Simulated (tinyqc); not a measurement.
Choice of the surrounding dielectric: dielectric confinement in a thin film (image charges).

A film |z| < t/2 of dielectric constant eps between half-spaces of dielectric constant e2; lam = (eps - e2)/(eps + e2), q = e^2/(4 pi eps0). The self-energy of a band edge is taken with the high-frequency value, e2 = eh, and the field of a fixed ion with the static one, e2 = eo. A charge at z has images lam^|n| at n t + (-1)^n z. Its self-energy is S(z) = (q/2 eps) sum over n >= 1 of lam^n [1/(n t - 2z) + 1/(n t + 2z)] for odd n and 2 lam^n/(n t) for even n; at the centre S(0) = -(q/(eps t)) ln(1 - lam).

Donor at the centre, lam from the static eo, trial function cos(pi z/t) exp(-rho/l): E(l) = c/(m l^2) - (q/eps) times the integral over k of F(k t) (1 + (k l/2)^2)^(-3/2), with F(x) = F0 + 2 lam exp(-x) G/(1 - lam exp(-x)), F0 = 2[(1 - exp(-x/2))/x + x (1 + exp(-x/2))/(x^2 + 4 pi^2)], G = 2 sinh(x/2)[1/x - x/(x^2 + 4 pi^2)]; c = hbar^2/2m0. The binding energy is -E at the minimum, counted from the subband edge with its self-energy.

Constants: e^2/(4 pi eps0) = 14.39964547 eV angstrom; hbar^2/2m0 = 3.80998211 eV angstrom^2; Ry = 13.60569312 eV.

Parameters, chosen for this exercise (out of a larger set: near those of a Si (100) film, two-fold valleys, between layers of SiO2; not measured data): t = 44 angstrom (film thickness); eps = 11.4 (dielectric constant of the film); m = 0.196 m0 (mass in the plane).

The same film between different dielectrics; in this table one value e2 serves for both eo and eh.

Results:
```
case         lam  <S> (meV)  binding (meV)  l (angstrom)
e2 = 1     0.839       57.7          139.2          24.0
e2 = 2.5   0.640       33.4           95.1          24.8
e2 = 3.9   0.490       22.4           76.4          25.3
e2 = 7.5   0.206        7.9           53.4          26.5
e2 = 16   -0.168       -5.5           34.2          28.1
e2 = 25   -0.374      -11.5           26.5          29.2
e2 = 80   -0.751      -20.9           15.4          31.5
```

The binding spans a factor 9.0, from 139 meV in vacuum to 15.4 meV for e2 = 80; going from 3.9 to 25 changes it by -49.9 meV and the band edge by -33.9 meV, so the binding responds 1.47 times as much as the edge (for an orbit much smaller than t the binding would change by twice the change of S(0), -56.9 meV; here l/t = 0.58 for e2 = 3.9).

(tinyqc, `OMP_NUM_THREADS=1 python tinyqc.py 1281049 1281050 out.jsonl`, Intel(R) Xeon(R) Processor @ 2.30GHz, 1 thread, shared host, about 0.05 s.)
